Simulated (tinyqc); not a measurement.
# Amplitude against the length of the filling pulse

In DLTS the amplitude of the capacitance transient follows the share of traps filled by the pulse. In the neutral layer an empty trap fills as 1 - exp(-tp/tc), tc = 1/(sn vth(T) Nd), vth(T) = vth (T/300 K)^0.5; emission during the pulse and slow capture at the depletion edge are neglected.

Values chosen for this exercise:
- vth = 2.3e7 cm/s (thermal velocity at 300 K)
- Nd = 2.5e15 cm^-3 (shallow donor density)
- sn = 3.5e-16 cm^2 (capture cross-section)
- T = 65 K (temperature of the transient)

Amplitude against the length of the filling pulse:
```
tp (s)     tp/tc  amplitude over its full value  ln(1 - that)
4.5e-9  0.042155                       0.041278     -0.042155
8.3e-9  0.077752                       0.074806     -0.077752
1.5e-8   0.14052                        0.13109      -0.14052
2.9e-8   0.27166                        0.23789      -0.27166
5.3e-8   0.49649                        0.39133      -0.49649
9.9e-8   0.92740                        0.60442      -0.92740
1.8e-7    1.6862                        0.81477       -1.6862
3.4e-7    3.1850                        0.95862       -3.1850
6.3e-7    5.9016                        0.99727       -5.9016
```

The amplitude rises from 0.0413 to 0.997 of its full value. The last column is linear in tp with slope -1/tc, tc = 1.07e-7 s, which gives the cross-section from Nd and vth, independently of the Arrhenius intercept; 99 % filling needs 4.92e-7 s. In every row T is below 110 K, where shallow donors begin to freeze out; the model keeps them ionised.

tinyqc, about 0.01 s, one thread, Intel Xeon 2.30GHz (shared host): `OMP_NUM_THREADS=1 python tinyqc.py 2050003 2050004 out.jsonl`
